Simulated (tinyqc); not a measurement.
## Junction parameters from two forward currents

Question. D(v) = J1 (exp(v/Vt) - 1) + J2 (exp(v/(2 Vt)) - 1). Find J1, J2 and the voltage 2 Vt ln(J2/J1) near which both parts are equal.

Values chosen for this exercise:
- T = 300 K (temperature)

Constants: q = 1.602176634e-19 C, kB = 1.380649e-23 J/K, Vt = kB T/q. Results are converted to the units shown.

junction voltages (V): [0.27, 0.7]
currents (uA/um): [8.0455409e-7, 0.20442404]

Answer. The current is linear in J1 and J2, so two points give two equations.

J1 = 3.500e-13 uA/um
J2 = 4.300e-9 uA/um
crossover = 0.4869 V

Program tinyqc, `OMP_NUM_THREADS=1 python tinyqc.py 2182225 2182226 out.jsonl`; Intel Xeon 2.30GHz, shared host, one thread, about 0.2 s.
